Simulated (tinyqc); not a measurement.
Worked calculation: Hubbard chain of 6 sites. One step of it, computed by the program tinyqc.

Task: Mean-field iteration 1. H(up) = T + U n(down), H(down) = T + U n(up); fill the lowest levels; n(new) = n + mixing (n(out) - n); E = tr T (rho up + rho down) + U sum n_up n_down of the output.

one-body matrix (hopping and site energies) (eV):
```
           1          2          3          4          5          6
1  -0.160000  -1.570000   0.000000   0.000000   0.000000   0.000000
2  -1.570000   0.340000  -1.570000   0.000000   0.000000   0.000000
3   0.000000  -1.570000  -0.590000  -1.570000   0.000000   0.000000
4   0.000000   0.000000  -1.570000   0.910000  -1.570000   0.000000
5   0.000000   0.000000   0.000000  -1.570000  -0.840000  -1.570000
6   0.000000   0.000000   0.000000   0.000000  -1.570000   0.480000
```

U = 5.700000 eV

electrons, up and down: 3  3

mixing = 0.500000

n(up) at the start (a guess, not normalised): 1 0.800000, 2 0.200000, 3 0.800000, 4 0.200000, 5 0.800000, 6 0.200000

n(down) at the start (a guess): 1 0.200000, 2 0.800000, 3 0.200000, 4 0.800000, 5 0.200000, 6 0.800000

Give: levels, up; levels, down; energy; n(up) after iteration 1; n(down) after iteration 1.

Result:

levels, up (eV): -0.8484  -0.2121  0.7101  5.2533  5.7408  6.5963

levels, down (eV): -0.1817  0.4852  1.5842  4.3073  5.1362  5.9089

energy = -3.9235 eV

n(up) after iteration 1: 1 0.8547, 2 0.1759, 3 0.8406, 4 0.1539, 5 0.8392, 6 0.1357

n(down) after iteration 1: 1 0.1635, 2 0.7913, 3 0.2160, 4 0.7731, 5 0.2387, 6 0.8175
